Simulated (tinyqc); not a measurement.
Thermal stress, cracking, delamination and buckling of a thin film; Griffith cracks and misfitting inclusions: one step, computed by the program tinyqc.

Isotropic linear elasticity; the substrate is much thicker than the film; stress is positive in tension.

Question. A misfitting inclusion. Film material fills a long cylinder of radius R in the substrate, with the misfit e = thermal strain (it wants to shrink if e > 0). With the axial strain held by the substrate, s0 = (1 + nu) e/[(1 + nu)(1 - 2 nu)/E + (1 + nu_s)/E_s]; inside s_rr = s_tt = s0 and s_zz = E e + 2 nu s0; outside s_rr = s0 (R/r)^2, s_tt = -s_rr. Keep-out radius: where |s_rr| falls to 10 MPa (R if it is lower at the wall).

Inputs (values chosen for the exercise, modelled on a porous low-k oxide on silicon):
```
quantity,value,unit
film Young's modulus E,8.18,GPa
film Poisson ratio nu,0.26,-
deposition temperature T_d,475,K
final temperature T,300,K
substrate Young's modulus E_s,161,GPa
substrate Poisson ratio nu_s,0.26,-
inclusion radius R,2.7,micrometre
```

Inclusion: long cylinder (a filled via).

thermal strain = 0.0016275

Give: radial stress at the wall s0; mean stress inside; keep-out radius.

Answer.

radial stress at the wall s0 = 25.08 MPa

mean stress inside = 25.51 MPa

keep-out radius = 4.276 micrometre

The stress does not depend on R; its reach scales with R.
